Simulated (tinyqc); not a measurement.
Eight-band Kane k.p model: one step. Derived values. Three cases, with inputs chosen for the exercise.

Problem. P = sqrt(Ep c); A = 1/me - Ep (Eg + 2 Dso/3)/(Eg (Eg + Dso)) keeps the electron mass; g1' = g1 - Ep/(3 Eg), g2' = g2 - Ep/(6 Eg), g3' = g3 - Ep/(6 Eg) remove the coupling to S that the Luttinger values already hold; L = -c (g1' + 4 g2'), M = -c (g1' - 2 g2'), N = -6 c g3'. c = hbar^2/2m0.

Constants: hbar^2/2m0 = 3.80998211 eV angstrom^2.

Case 1.

Values chosen (near those of Ge; shifted at random, so the results belong to these values and not to a real crystal):
- Eg = 0.93 eV (gap at Gamma to the s-like level)
- Dso = 0.283 eV (spin-orbit splitting)
- Ep = 25.1 eV (Kane energy)
- me = 0.0364 m0 (electron mass at Gamma)
- g1 = 13.56 (Luttinger gamma1)
- g2 = 4.19 (gamma2)
- g3 = 5.64 (gamma3)

Case 2.

Values chosen (near those of GaP; shifted at random, so the results belong to these values and not to a real crystal):
- Eg = 2.89 eV (gap at Gamma to the s-like level)
- Dso = 0.079 eV (spin-orbit splitting)
- Ep = 31.2 eV (Kane energy)
- me = 0.1292 m0 (electron mass at Gamma)
- g1 = 4.06 (Luttinger gamma1)
- g2 = 0.49 (gamma2)
- g3 = 1.25 (gamma3)

Case 3.

Values chosen (near those of CdTe; shifted at random, so the results belong to these values and not to a real crystal):
- Eg = 1.584 eV (gap at Gamma to the s-like level)
- Dso = 0.931 eV (spin-orbit splitting)
- Ep = 18.5 eV (Kane energy)
- me = 0.0954 m0 (electron mass at Gamma)
- g1 = 5.33 (Luttinger gamma1)
- g2 = 1.69 (gamma2)
- g3 = 2 (gamma3)

Give: P; A; g1', g2', g3'; L, M, N.

Solution.

Case 1.

P = 9.7791 eV angstrom
A = 2.5822

g1', g2', g3': 4.5636  -0.3082  1.1418

L, M, N (eV angstrom^2): -12.6901  -19.7357  -26.1012

The coupling to the valence bands supplies 24.89, against 1/me = 27.47; A makes up the difference. A > 0 and L, M < 0: every diagonal term bends away from the gap.

Case 2.

P = 10.9028 eV angstrom
A = -2.9602

g1', g2', g3': 0.4614  -1.3093  -0.5493

L, M, N (eV angstrom^2): 18.1959  -11.7347  12.5571

The coupling to the valence bands supplies 10.70, against 1/me = 7.74; A makes up the difference. The diagonal terms in A and L bend towards the gap, so the set should be tested for spurious states at large k.

Case 3.

P = 8.3955 eV angstrom
A = 0.2440

g1', g2', g3': 1.4369  -0.2565  0.0535

L, M, N (eV angstrom^2): -1.5648  -7.4295  -1.2219

The coupling to the valence bands supplies 10.24, against 1/me = 10.48; A makes up the difference. A > 0 and L, M < 0: every diagonal term bends away from the gap.

Computed by tinyqc, one run a case: `OMP_NUM_THREADS=1 python tinyqc.py N N+1 out.jsonl` with N = 1080111, 1080181, 1080274; one thread of a shared Intel(R) Xeon(R) Processor @ 2.30GHz, about 0.1 s a run at most.
